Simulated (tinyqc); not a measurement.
# Short-channel transistor, virtual-source model with series resistance: what changes with what

The current per gate width is the charge at the top of the source barrier (the virtual source) times its velocity times a saturation function; al and be are fitting constants of the model. Units: I in uA/um, Rs in ohm um, so I Rs = 1e-6 I Rs in volts; Q in uC/cm^2, so I = 1e-4 Q vx0 Fsat with vx0 in cm/s.

Parameters, values chosen for the exercise: temperature T = 325 K; inversion capacitance Cinv = 3.65 uF/cm^2; velocity at the virtual source vx0 = 7.04e6 cm/s; apparent mobility mu = 140 cm^2/(V s); channel length L = 20 nm; threshold at zero drain voltage VT0 = 0.306 V; drain-induced barrier lowering dl = 0.048 V/V; subthreshold factor n0 = 1.31; growth of n with drain voltage nd = 0.2 1/V; threshold shift (in units of Vt) from weak to strong inversion al = 3.5; sharpness of saturation be = 1.6; series resistance of each contact Rs = 30 ohm um.

Constants: q = 1.602176634e-19 C, kB = 1.380649e-23 J/K, Vt = kB T/q. Results are converted to the units shown.

Each table varies one quantity; the others keep the values above.

## Effect of the series resistance of each contact on the on and off currents

Intrinsic voltages Vg' = Vgs - I Rs, Vd' = Vds - 2 I Rs. n = n0 + nd Vd', VT = VT0 - dl Vd', Ff = 1/(1 + exp((Vg' - VT + al Vt/2)/(al Vt))), Q = Cinv n Vt ln(1 + exp((Vg' - VT + al Vt Ff)/(n Vt))), Vdsat = (vx0 L/mu)(1 - Ff) + Vt Ff, Fsat = u/(1 + u^be)^(1/be) with u = Vd'/Vdsat, and I = Q vx0 Fsat per width. I is solved self-consistently. Ion is I at Vgs = Vds = 0.9 V, Ioff at Vgs = 0, Vds = 0.9 V, and Rlin = Vds/I at Vgs = 0.9 V, Vds = 0.05 V.

Result of one run:

| Rs (ohm um) | Ion (uA/um) | Ioff (nA/um) | log10(Ion/Ioff) | Rlin (ohm um) |
|---|---|---|---|---|
| 100 | 1248 | 1604 | 2.891 | 269.4 |

What becomes of these results when the series resistance of each contact Rs is changed from 100 to 25 ohm um, all else the same?

Result of the changed run:

| Rs (ohm um) | Ion (uA/um) | Ioff (nA/um) | log10(Ion/Ioff) | Rlin (ohm um) |
|---|---|---|---|---|
| 25 | 1500 | 1609 | 2.969 | 122.5 |

The whole series:

| Rs (ohm um) | Ion (uA/um) | Ioff (nA/um) | log10(Ion/Ioff) | Rlin (ohm um) |
|---|---|---|---|---|
| 0 | 1608 | 1611 | 2.999 | 78.24 |
| 25 | 1500 | 1609 | 2.969 | 122.5 |
| 50 | 1406 | 1608 | 2.942 | 170.7 |
| 100 | 1248 | 1604 | 2.891 | 269.4 |
| 150 | 1121 | 1601 | 2.845 | 369.0 |
| 200 | 1018 | 1598 | 2.804 | 468.8 |
| 300 | 857.2 | 1592 | 2.731 | 668.7 |
| 400 | 738.8 | 1586 | 2.668 | 868.7 |

As Rs goes from 0 to 400 ohm um, Ion falls from 1610 to 739 uA/um, Ioff falls from 1610 to 1590 nA/um and Rlin rises from 78.2 to 869 ohm um. Ion changes by a factor of 0.460 and Ioff by 0.984. In every row the off current passes 1 uA/um, so the device is hardly off at Vgs = 0.

## Effect of the channel length on the on and off currents

Same model as above.

mu, vx0, VT0, dl and n0 are held fixed.

Effect of the channel length on the on and off currents:

| L (nm) | Ion (uA/um) | Ioff (nA/um) | log10(Ion/Ioff) | Rlin (ohm um) |
|---|---|---|---|---|
| 10 | 1500.0 | 1610.3 | 2.9692 | 98.167 |
| 15 | 1491.0 | 1609.6 | 2.9667 | 115.26 |
| 24 | 1470.4 | 1608.5 | 2.9610 | 145.29 |
| 36 | 1436.7 | 1606.8 | 2.9514 | 184.77 |
| 55 | 1374.8 | 1603.8 | 2.9331 | 246.92 |
| 85 | 1269.2 | 1598.5 | 2.8998 | 344.87 |
| 130 | 1117.1 | 1589.2 | 2.8469 | 491.84 |
| 200 | 921.91 | 1572.1 | 2.7682 | 720.65 |

Read the table: what changes, and by how much?

As L goes from 10 to 200 nm, Ion falls from 1500 to 922 uA/um, Ioff falls from 1610 to 1570 nA/um and Rlin rises from 98.2 to 721 ohm um. Ion changes by a factor of 0.615 and Ioff by 0.976. In every row the off current passes 1 uA/um, so the device is hardly off at Vgs = 0. At L = 200 nm the channel is long for this model, whose fixed vx0 belongs to short devices.

## Effect of the drain-induced barrier lowering on the on and off currents

Same model as above.

Results:

| dl (V/V) | Ion (uA/um) | Ioff (nA/um) | log10(Ion/Ioff) | Rlin (ohm um) |
|---|---|---|---|---|
| 0 | 1389.6 | 622.10 | 3.3490 | 132.18 |
| 0.04 | 1465.2 | 1376.7 | 3.0270 | 132.04 |
| 0.08 | 1539.9 | 2966.2 | 2.7153 | 131.90 |
| 0.12 | 1613.8 | 6166.8 | 2.4178 | 131.76 |
| 0.16 | 1686.9 | 12244 | 2.1392 | 131.63 |
| 0.2 | 1759.2 | 22973 | 1.8841 | 131.49 |
| 0.28 | 1901.3 | 66188 | 1.4583 | 131.22 |

Estimate the missing row, dl = 0.24 V/V.

Computed row:

| dl (V/V) | Ion (uA/um) | Ioff (nA/um) | log10(Ion/Ioff) | Rlin (ohm um) |
|---|---|---|---|---|
| 0.24 | 1830.6 | 40378 | 1.6565 | 131.35 |

With this row back in the table: As dl goes from 0 to 0.28 V/V, Ion rises from 1390 to 1900 uA/um, Ioff rises from 622 to 66200 nA/um and Rlin falls from 132 to 131 ohm um. Ion changes by a factor of 1.37 and Ioff by 106. The off current depends on it through an exponential, the on current about linearly. For dl = 0.04 to 0.28 V/V the off current passes 1 uA/um, so the device is hardly off at Vgs = 0.

Program tinyqc, `OMP_NUM_THREADS=1 python tinyqc.py 2380155 2380156 out.jsonl`; Intel Xeon 2.30GHz, shared host, one thread, about 0.02 s.
